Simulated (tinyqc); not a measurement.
Small-signal admittance of a forward-biased p+-n diode: two steps of the calculation.

Holes injected into a neutral base of width wb with an ohmic contact at its end; low injection, p0 far above the equilibrium density. A small voltage v exp(i w t), w = 2 pi f, modulates the edge density by p0 v/Vt, and the small-signal density obeys Dp d2p/dx2 = (1/tau + i w) p.

Parameters, values chosen for the exercise; permittivity close to that of silicon: temperature T = 350 K; relative permittivity eps_r = 11.7; donor density of the base Nd = 9.7e16 cm^-3; hole diffusion coefficient Dp = 12 cm^2/s; hole lifetime tau = 3e-7 s; width of the neutral base wb = 53 um; excess hole density at the junction edge p0 = 3.4e13 cm^-3; acceptor density of the p+ side Na = 9e19 cm^-3; signal frequency f = 64000 Hz.

Constants: q = 1.602176634e-19 C, kB = 1.380649e-23 J/K, Vt = kB T/q, eps0 = 8.8541878128e-14 F/cm where lengths are in cm. Results are converted to the units shown.

Question 1. Closed-form admittance. L = sqrt(Dp tau); direct current J = (q Dp p0/L) coth(wb/L); k = sqrt(1 + i w tau)/L; diffusion admittance Y = (q Dp p0/Vt) k coth(k wb) = G + i w C_diff; junction capacitance C_j = sqrt(q eps0 eps_r Nd/(2 Vr)) in the depletion approximation, with the remaining barrier Vr = Vt ln(Na/p0), a rough value under forward bias; base-width modulation is left out.

Give: L; J; k wb; Y; C_diff; C_j.

Answer 1.

L = 18.97 um
J = 0.03471 A/cm^2
k wb = 2.798+0.168i
Y = 1.153+0.066i S/cm^2
C_diff = 0.1652 uF/cm^2
C_j = 0.1343 uF/cm^2

G is 1.00 times its low-frequency value J/Vt, and C_diff is 1.23 times C_j.

Question 2. The same by finite differences. 9 equal intervals, h = wb/9; u = small-signal density over its edge value, u_0 = 1, u_9 = 0; u_(i-1) + b u_i + u_(i+1) = 0 with b = -2 - h^2 (1/tau + i w)/Dp; Y = (q Dp p0/(Vt h)) (-b/2 - u_1), which includes the half box at the edge.

Wanted: b; u; Y on the mesh.

Answer 2.

b = -2.096-0.012i
u, node 1 to 8: 0.7312-0.0129i  0.5330-0.0185i  0.3864-0.0198i  0.2772-0.0184i  0.1950-0.0157i  0.1317-0.0121i  0.0813-0.0082i  0.0387-0.0041i
Y on the mesh = 1.166+0.069i S/cm^2

Program tinyqc, `OMP_NUM_THREADS=1 python tinyqc.py 2890146 2890147 out.jsonl`; Intel Xeon 2.30GHz, shared host, one thread, about 0.01 s.
